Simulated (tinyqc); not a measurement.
Estimate of lattice thermal conductivity from elastic moduli (Slack, Klemens and Cahill formulas): one step, computed by the program tinyqc. Command: `OMP_NUM_THREADS=1 python tinyqc.py 3008541 3008542 out.jsonl slack walk`. One thread of a shared host (Intel(R) Xeon(R) Processor @ 2.30GHz), about 0.01 s of CPU time with the checks.

An isotropic solid.

Task: Velocities, Poisson ratio and Debye temperature. rho = M/V; vL = sqrt((B + 4G/3)/rho), vT = sqrt(G/rho); v_m = [(vL^-3 + 2 vT^-3)/3]^(-1/3); Poisson ratio sigma = (3B - 2G)/(6B + 2G); Theta = hbar v_m (6 pi^2/V)^(1/3)/k_B.

Inputs (values chosen for the exercise, for a model crystal):
```
quantity            value        unit
bulk modulus B        368         GPa
shear modulus G       113         GPa
volume per atom V    16.6  angstrom^3
mean atomic mass M   98.2           u
```

Grueneisen parameter: from the Poisson ratio.

Constants: u = 1.6605390666e-27 kg; hbar = 1.054571817e-34 J s; k_B = 1.380649e-23 J/K.

Give: density rho; vL; vT; v_m; Poisson ratio sigma; Debye temperature Theta.

Result:

density rho = 9823 kg/m^3

vL = 7266 m/s

vT = 3392 m/s

v_m = 3819 m/s

Poisson ratio sigma = 0.3607

Debye temperature Theta = 445.7 K
